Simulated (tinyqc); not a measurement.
Thresholds of impact ionisation and Auger recombination from band masses: one step. Thresholds of four processes. Five cases, with inputs chosen for the exercise.

Problem. Give G, M, m4, E_T, E_a and E_a/kT.

Parabolic bands, no phonon. At threshold the three slow carriers share one velocity. With M their total mass and m4 the mass of the fast carrier, the fast carrier has the kinetic energy E_T = G M/(M - m4) and the slow ones together E_a = G m4/(M - m4), the activation energy of the Auger rate. CCCH (fast electron): G = Eg, M = 2 me + mh, m4 = me. CHHS (hole into the split-off band): G = Eg - Dso, M = 2 mh + me, m4 = ms; this form holds for Eg > Dso (below, the process needs about Dso - Eg and is marked by a dash). CHHL (hole into the light band): G = Eg, M = 2 mh + me, m4 = ml. CHHH (fast heavy hole): G = Eg, M = 2 mh + me, m4 = mh.

Constants: kB = 8.617333262e-05 eV/K.

Case 1.

Values chosen (near those of InSb, gap at low temperature and not tied to T; the results hold for these values, not for the real material): Eg = 0.232 eV (gap at Gamma to the s-like level); Dso = 0.819 eV (spin-orbit splitting); me = 0.0132 m0 (electron mass at Gamma); mh = 0.4 m0 (heavy-hole mass); ms = 0.106 m0 (split-off mass); ml = 0.0152 m0 (light-hole mass); T = 250 K (temperature).

Case 2.

Values chosen (near those of GaSb, gap at low temperature and not tied to T; the results hold for these values, not for the real material): Eg = 0.792 eV (gap at Gamma to the s-like level); Dso = 0.756 eV (spin-orbit splitting); me = 0.0382 m0 (electron mass at Gamma); mh = 0.33 m0 (heavy-hole mass); ms = 0.128 m0 (split-off mass); ml = 0.0439 m0 (light-hole mass); T = 300 K (temperature).

Case 3.

Values chosen (near those of CdTe, gap at low temperature and not tied to T; the results hold for these values, not for the real material): Eg = 1.569 eV (gap at Gamma to the s-like level); Dso = 0.918 eV (spin-orbit splitting); me = 0.0935 m0 (electron mass at Gamma); mh = 0.56 m0 (heavy-hole mass); ms = 0.277 m0 (split-off mass); ml = 0.1147 m0 (light-hole mass); T = 300 K (temperature).

Case 4.

Values chosen (near those of CdTe, gap at low temperature and not tied to T; the results hold for these values, not for the real material): Eg = 1.647 eV (gap at Gamma to the s-like level); Dso = 0.923 eV (spin-orbit splitting); me = 0.0942 m0 (electron mass at Gamma); mh = 0.62 m0 (heavy-hole mass); ms = 0.292 m0 (split-off mass); ml = 0.1152 m0 (light-hole mass); T = 200 K (temperature).

Case 5.

Values chosen (near those of InAs, gap at low temperature and not tied to T; the results hold for these values, not for the real material): Eg = 0.408 eV (gap at Gamma to the s-like level); Dso = 0.385 eV (spin-orbit splitting); me = 0.0253 m0 (electron mass at Gamma); mh = 0.39 m0 (heavy-hole mass); ms = 0.131 m0 (split-off mass); ml = 0.0269 m0 (light-hole mass); T = 200 K (temperature).

Give: a table of process, G (eV), M, m4, E_T (eV), E_a (eV), E_a/kT.

Solution.

Case 1.

Results:
```
process   G (eV)       M      m4  E_T (eV)  E_a (eV)  E_a/kT
CCCH      0.2320  0.4264  0.0132    0.2394    0.0074    0.34
CHHS     -0.5870  0.8132  0.1060         -         -       -
CHHL      0.2320  0.8132  0.0152    0.2364    0.0044    0.21
CHHH      0.2320  0.8132  0.4000    0.4566    0.2246   10.42
```

The lowest activation energy is that of CHHL (4 meV), then CCCH (7 meV). At equal G a light fast carrier takes up the energy with little momentum, so little is asked of the slow ones; CHHH asks 0.97 Eg. For equal masses E_T would be 3/2 Eg; for electrons here it is 1.032 Eg.

Case 2.

Results:
```
process  G (eV)       M      m4  E_T (eV)  E_a (eV)  E_a/kT
CCCH     0.7920  0.4064  0.0382    0.8742    0.0822    3.18
CHHS     0.0360  0.6982  0.1280    0.0441    0.0081    0.31
CHHL     0.7920  0.6982  0.0439    0.8451    0.0531    2.06
CHHH     0.7920  0.6982  0.3300    1.5018    0.7098   27.46
```

The lowest activation energy is that of CHHS (8 meV), then CHHL (53 meV). CHHS leads because G = Eg - Dso is small. At equal G a light fast carrier takes up the energy with little momentum, so little is asked of the slow ones; CHHH asks 0.90 Eg. For equal masses E_T would be 3/2 Eg; for electrons here it is 1.104 Eg.

Case 3.

Results:
```
process  G (eV)       M      m4  E_T (eV)  E_a (eV)  E_a/kT
CCCH     1.5690  0.7470  0.0935    1.7935    0.2245    8.68
CHHS     0.6510  1.2135  0.2770    0.8436    0.1926    7.45
CHHL     1.5690  1.2135  0.1147    1.7328    0.1638    6.34
CHHH     1.5690  1.2135  0.5600    2.9135    1.3445   52.01
```

The lowest activation energy is that of CHHL (164 meV), then CHHS (193 meV). At equal G a light fast carrier takes up the energy with little momentum, so little is asked of the slow ones; CHHH asks 0.86 Eg. For equal masses E_T would be 3/2 Eg; for electrons here it is 1.143 Eg.

Case 4.

Results:
```
process  G (eV)       M      m4  E_T (eV)  E_a (eV)  E_a/kT
CCCH     1.6470  0.8084  0.0942    1.8642    0.2172   12.60
CHHS     0.7240  1.3342  0.2920    0.9268    0.2028   11.77
CHHL     1.6470  1.3342  0.1152    1.8026    0.1556    9.03
CHHH     1.6470  1.3342  0.6200    3.0768    1.4298   82.96
```

The lowest activation energy is that of CHHL (156 meV), then CHHS (203 meV). At equal G a light fast carrier takes up the energy with little momentum, so little is asked of the slow ones; CHHH asks 0.87 Eg. For equal masses E_T would be 3/2 Eg; for electrons here it is 1.132 Eg.

Case 5.

Results:
```
process  G (eV)       M      m4  E_T (eV)  E_a (eV)  E_a/kT
CCCH     0.4080  0.4406  0.0253    0.4329    0.0249    1.44
CHHS     0.0230  0.8053  0.1310    0.0275    0.0045    0.26
CHHL     0.4080  0.8053  0.0269    0.4221    0.0141    0.82
CHHH     0.4080  0.8053  0.3900    0.7911    0.3831   22.23
```

The lowest activation energy is that of CHHS (4 meV), then CHHL (14 meV). CHHS leads because G = Eg - Dso is small. At equal G a light fast carrier takes up the energy with little momentum, so little is asked of the slow ones; CHHH asks 0.94 Eg. For equal masses E_T would be 3/2 Eg; for electrons here it is 1.061 Eg.

Computed by tinyqc, one run a case: `OMP_NUM_THREADS=1 python tinyqc.py N N+1 out.jsonl` with N = 1880721, 1880809, 1881119, 1881184, 1881231; one thread of a shared Intel(R) Xeon(R) Processor @ 2.30GHz, about 0.01 s a run at most.
